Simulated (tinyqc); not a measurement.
Longitudinal sound in a periodic multilayer: transfer matrices, stop bands and folded phonons: one step, computed by the program tinyqc. Command: `OMP_NUM_THREADS=1 python tinyqc.py 3012170 3012171 out.jsonl multilayer walk`. One thread of a shared host (Intel(R) Xeon(R) Processor @ 2.30GHz), about 0.01 s of CPU time with the checks.

Layers 1 and 2 repeat with period d = d_1 + d_2; waves travel normal to the layers, without loss. State vector (u, s): displacement u and stress divided by omega. Impedances Z = rho v are in 1e6 kg/(m^2 s).

Task: Transfer matrix of one period. A layer maps (u, s) by [[cos p, sin p/Z], [-Z sin p, cos p]], p = 2 pi f d_i/v_i; one period is M = M_2 M_1, and cos(q d) = trace(M)/2.

Inputs (values chosen for the exercise, modelled on aluminium (layer 1), tungsten (layer 2) and silica (substrate)):
```
quantity       value  unit
velocity v_1    6510   m/s
thickness d_1   18.4    nm
velocity v_2    5190   m/s
thickness d_2     15    nm
frequency f      128   GHz
```

Z_2 = 98.61

Z_1 = 17.8374

Give: phase p_1; phase p_2; M; trace(M)/2.

Result:

phase p_1 = 2.273 rad

phase p_2 = 2.324 rad

M:
```
        1         2
1  0.3414  -0.03406
2   55.77    -2.635
```

trace(M)/2 = -1.147

|trace/2| > 1: f lies in a stop band, and the amplitude falls by a factor 1.708 a period.
